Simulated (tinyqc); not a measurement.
CMOS latch-up, two-transistor model: two steps of the calculation.

A parasitic pnp (emitter at Vdd, base shunted by Rw) and npn (emitter at ground, base shunted by Rs) feed each other: the npn collector current flows out of the pnp base node, the pnp collector current into the npn base node. Forward-active transistors with constant gains: Icn = Isn exp(Vn/Vt), Icp = Isp (exp(Vp/Vt) - 1). A current Ii is injected into the npn base node.

Parameters, values chosen for the exercise; values close to those of bulk CMOS:

| symbol | value | unit | meaning |
|---|---|---|---|
| T | 293 | K | temperature |
| bn | 7.6 |  | current gain of the npn |
| bp | 2.5 |  | current gain of the pnp |
| Isn | 3e-15 | A | saturation current of the npn at T |
| Isp | 1.1e-15 | A | saturation current of the pnp at T |
| Rs | 660 | ohm | substrate resistance shunting the npn |
| Rw | 430 | ohm | well resistance shunting the pnp |
| Ii | 1.07 | mA | current injected into the substrate |

Constants: q = 1.602176634e-19 C, kB = 1.380649e-23 J/K, Vt = kB T/q. Results are converted to the units shown.

Problem 1. The off branch. Node equations: Vp/Rw + Icp/bp = Icn and Vn/Rs + Icn/bn = Icp + Ii. Loop gain G = gn gp/[(1/Rw + gp/bp)(1/Rs + gn/bn)], gn = Icn/Vt, gp = (Icp + Isp)/Vt; the off state ends where G = 1, and Ii there is the trigger current. For each Vn: Icn, then Vp from the first equation, then Ii from the second.

Vn, point 0 to 7 (V): 0.478  0.558  0.608  0.638  0.658  0.678  0.693  0.708

Give: Icn; Vp; Icp; Ii; G.

Solution 1.

```
point  Icn (mA)    Vp (V)   Icp (mA)  Ii (mA)          G
0      5.000e-4  2.150e-4  9.408e-15   0.7243  2.465e-13
1       0.01189  0.005111  2.468e-13   0.8470  6.847e-12
2       0.08612   0.03703  3.668e-12   0.9325  1.410e-10
3        0.2826    0.1215  1.342e-10    1.004   8.631e-9
4        0.6239    0.2683   4.529e-8    1.079   3.998e-6
5         1.378    0.5897    0.01532    1.193      1.483
6         2.495    0.7138      2.088  -0.7100      15.90
7         4.520    0.7443      6.973   -5.306      17.48
```

Ii peaks at 1.194 mA, at Vn = 0.6775 V where G = 1; beyond it the loop feeds itself.

Problem 2. Response to the injected current, once round the loop per iteration. Icn = Isn exp(Vn/Vt); Vp solves Vp/Rw + Icp/bp = Icn; Vn(new) solves Vn/Rs + (Isn/bn) exp(Vn/Vt) = Icp + Ii.

Vn at the start = 0.53 V

Wanted: Icn; Vp; Icp; Vn after iteration 1.

Solution 2.

Icn = 0.0039214 mA
Vp = 0.0016862 V
Icp = 7.5971e-14 mA
Vn after iteration 1 = 0.65605 V

Program tinyqc, `OMP_NUM_THREADS=1 python tinyqc.py 2670117 2670118 out.jsonl`; Intel Xeon 2.30GHz, shared host, one thread, about 0.07 s.
